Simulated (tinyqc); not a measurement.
Raising U: Hubbard ring of 6 sites, mean field against exact. Computed by the program tinyqc. 

one-body matrix (hopping and site energies) (eV):
```
         1        2        3        4        5        6
1   0.0000  -1.3300   0.0000   0.0000   0.0000  -1.3300
2  -1.3300   0.0000  -1.3300   0.0000   0.0000   0.0000
3   0.0000  -1.3300   0.0000  -1.3300   0.0000   0.0000
4   0.0000   0.0000  -1.3300   0.0000  -1.3300   0.0000
5   0.0000   0.0000   0.0000  -1.3300   0.0000  -1.3300
6  -1.3300   0.0000   0.0000   0.0000  -1.3300   0.0000
```

electrons, up and down: 3  3

Collinear unrestricted mean field (the lowest of 40 random starts) against exact diagonalisation.

Exact and mean-field results (eV):

| U | U/t | E exact | E mean field | mean \|n_up - n_down\| | double occupancy, exact | first gap in the sector |
|---|---|---|---|---|---|---|
| 0.6700 | 0.5038 | -9.669027 | -9.635000 | 0.0000 | 0.2331 | 2.4325 |
| 1.3300 | 1.0000 | -8.779541 | -8.645000 | 0.0000 | 0.2161 | 2.2028 |
| 2.6600 | 2.0000 | -7.194578 | -6.650000 | 0.0000 | 0.1808 | 1.7464 |
| 3.9900 | 3.0000 | -5.896360 | -4.856205 | 0.5539 | 0.1446 | 1.3415 |
| 5.3200 | 4.0000 | -4.879379 | -3.772308 | 0.7578 | 0.1111 | 1.0245 |
| 7.9800 | 6.0000 | -3.522528 | -2.590315 | 0.8914 | 0.0637 | 0.6452 |
| 10.6400 | 8.0000 | -2.724014 | -1.964819 | 0.9384 | 0.0391 | 0.4636 |
| 15.9600 | 12.0000 | -1.861810 | -1.320893 | 0.9724 | 0.0186 | 0.3016 |
| 26.6000 | 20.0000 | -1.133835 | -0.796015 | 0.9900 | 0.0070 | 0.1809 |

In absolute terms mean field is worst at U/t = 4.0, 1.107 eV too high: at small U it is nearly exact, and at large U it misses only exchange-scale energies. Its local moments set in at U/t = 3.0 of those listed, a broken symmetry that the exact state of a finite cluster with equal spins does not have. Relative to the exact energy its error is 0.4 % at the smallest U, 30 % at most and 30 % at the largest. The double occupancy falls from 0.233 to 0.007; at the largest U the first gap is 0.68 times the exchange scale 4t^2/U.
